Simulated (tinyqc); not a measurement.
# Worked calculation: electron mobility in a silicon inversion layer, empirical terms and Matthiessen rule

Computed by the program tinyqc: `OMP_NUM_THREADS=1 python tinyqc.py 2510033 2510034 out.jsonl`, one thread of a shared Intel Xeon 2.30GHz, about 0.01 s for the whole run. Printed values are rounded.

Inversion layer of sheet density Ns on a uniformly doped body, under a high-permittivity gate with an interlayer. The mobility terms are empirical power laws with prefactors chosen for the exercise; adding their inverses (Matthiessen) is itself an approximation.

Inputs (values chosen for the exercise); material values close to those of silicon:

| symbol | value | unit | meaning |
|---|---|---|---|
| T | 300 | K | temperature |
| Eg | 1.11 | eV | band gap |
| eps_r | 11.7 |  | relative permittivity of the semiconductor |
| Nc | 2.85e19 | cm^-3 | conduction-band density of states at T |
| Nv | 2.67e19 | cm^-3 | valence-band density of states at T |
| Nb | 6.3e17 | cm^-3 | body doping |
| Vsb | 0 | V | reverse body bias |
| eta | 0.5 |  | weight of the inversion charge in the effective field |
| Cox | 0.85 | uF/cm^2 | gate capacitance |
| Ap | 431 | cm^2/(V s) | phonon-limited mobility at 1 MV/cm and 300 K |
| As | 944 | cm^2/(V s) | roughness-limited mobility at 1 MV/cm |
| gs | 2 |  | exponent of the roughness term |
| Ac | 3600 | cm^2/(V s) | Coulomb prefactor |
| Nit | 1.5e11 | cm^-2 | charge at the interface |
| Ar | 190 | cm^2/(V s) | remote-phonon mobility without interlayer |
| ti | 0.9 | nm | interlayer thickness |
| lr | 0.8 | nm | decay length of remote phonons |
| Ns | 1.9e12 | cm^-2 | inversion density |
| WL | 5 |  | ratio W/L |
| Vd | 0.02 | V | drain voltage |
| I | 7.69 | uA | measured linear current |

Constants: q = 1.602176634e-19 C, kB = 1.380649e-23 J/K, Vt = kB T/q, eps0 = 8.8541878128e-14 F/cm where lengths are in cm. Results are converted to the units shown.

## Depletion charge and effective field

ni = sqrt(Nc Nv) exp(-Eg/(2 Vt)), Eg in volts; Ndep = sqrt(2 eps0 eps_r Nb (2 Vt ln(Nb/ni) + Vsb)/q); E = q (Ndep + eta Ns)/(eps0 eps_r), in MV/cm.

ni = 1.309448e10 cm^-3
Ndep = 2.729679e12 cm^-2
E = 0.5690963 MV/cm

The depletion charge gives 74.2 % of the field.

## Mobility terms and their sum

With t = T/(300 K): muC = Ac (Ns/1e12 cm^-2) t/(Nb/1e17 cm^-3 + Nit/1e11 cm^-2), muP = Ap E^(-1/3) t^(-1.75), muS = As E^(-gs), muR = Ar exp(2 ti/lr)/t; 1/mu is the sum of the inverses.

terms (cm^2/(V s)): Coulomb 876.9231, phonon 520.0942, roughness 2914.745, remote phonon 1802.670
mu = 252.4682 cm^2/(V s)
shares of 1/mu (%): Coulomb 28.79023, phonon 48.54278, roughness 8.661759, remote phonon 14.00524

The phonon term limits most.

## Iteration 1: inversion density for the measured current

Ns at the start = 2.9e12 cm^-2

I = (W/L) q Ns mu Vd. E = q (Ndep + eta Ns)/(eps0 eps_r) in MV/cm. With t = T/(300 K): muC = Ac (Ns/1e12 cm^-2) t/(Nb/1e17 cm^-3 + Nit/1e11 cm^-2), muP = Ap E^(-1/3) t^(-1.75), muS = As E^(-gs), muR = Ar exp(2 ti/lr)/t; 1/mu is the sum of the inverses. Ns(new) = I/((W/L) q mu Vd).

E = 0.6464259 MV/cm
mu = 266.6198 cm^2/(V s)
Ns after iteration 1 = 1.800212e12 cm^-2

## Iteration 2: inversion density for the measured current

As before.

E = 0.5613797 MV/cm
mu = 249.6171 cm^2/(V s)
Ns after iteration 2 = 1.922833e12 cm^-2

## Course of the iteration: inversion density for the measured current

Stop when Ns changes by less than 1e5 cm^-2, or after 120 iterations.

Course of the iteration:
```
iteration   Ns (cm^-2)  |change| (cm^-2)
1          1.800212e12           1.10e12
2          1.922833e12           1.23e11
3          1.896596e12           2.62e10
4          1.901807e12            5.21e9
5          1.900755e12            1.05e9
6          1.900967e12            2.11e8
7          1.900924e12            4.26e7
8          1.900933e12            8.56e6
9          1.900931e12            1.72e6
10         1.900932e12            3.47e5
11         1.900931e12            6.98e4
```

Converged in 11 iterations. At the end each change is about 0.20 times the one before, with alternating sign: linear convergence.

## Split C-V extraction

```
point  Vg (V)  Cgc (uF/cm^2)        I (uA)
0           0    4.288966e-6  4.363537e-12
1         0.1    1.398718e-4   4.641423e-9
2         0.2    0.004538616   4.907915e-6
3         0.3      0.1266549   0.004339353
4         0.4      0.7233451     0.4638624
5         0.5      0.8454614      2.388338
6         0.6      0.8498601      4.883591
7         0.7      0.8499957      7.475594
8         0.8      0.8499999      10.02206
9         0.9      0.8500000      12.46865
10          1      0.8500000      14.79341
11        1.1           0.85      16.98844
12        1.2           0.85      19.05257
```

Q(Vg) is the trapezoid sum of Cgc from the first point (where Q is taken as 0); mu_eff = I/((W/L) Q Vd); mu_FE = (dI/dVg)/((W/L) Cox Vd) with a backward difference. Listed from point 4 on.

```
point  Q (uC/cm^2)  mu_eff (cm^2/(V s))  mu_FE (cm^2/(V s))
4       0.04930081             94.08820            54.06154
5        0.1277411             186.9670            226.4089
6        0.2125072             229.8082            293.5591
7           0.2975             251.2805            304.9415
8        0.3824998             262.0147            299.5837
9        0.4674998             266.7092            287.8344
10       0.5524998             267.7541            273.5011
11       0.6374998             266.4855            258.2394
12       0.7224998             263.7034            242.8383
```

At the last point mu_FE is 7.9 % below mu_eff: where the mobility falls with gate voltage the slope of I understates it.
